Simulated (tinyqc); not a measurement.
# Mobility and threshold from two currents

Question. In the linear region I = mu Cox (W/L) [(Vgs - VT) Vds - m Vds^2/2], Cox = eps0 eox/tox. Find mu and VT.

Parameters, values chosen for the exercise:

| symbol | value | unit | meaning |
|---|---|---|---|
| eox | 25.6 |  | relative permittivity of the gate insulator |
| tox | 49 | nm | insulator thickness |
| W | 5 | um | gate width |
| L | 0.5 | um | gate length |

Constants: eps0 = 8.8541878128e-14 F/cm where lengths are in cm. Results are converted to the units shown.

I at Vgs = 1.52 and 2.02 V, Vds = 0.05 V (uA): 15.542746  36.359123
m = 1.1070815

Answer. The slope dI/dVgs is mu Cox (W/L) Vds; the line meets zero current at VT + m Vds/2.

mu = 180 cm^2/(V s)
VT = 1.12 V

Program tinyqc, `OMP_NUM_THREADS=1 python tinyqc.py 2360086 2360087 out.jsonl`; Intel Xeon 2.30GHz, shared host, one thread, about 0.03 s.
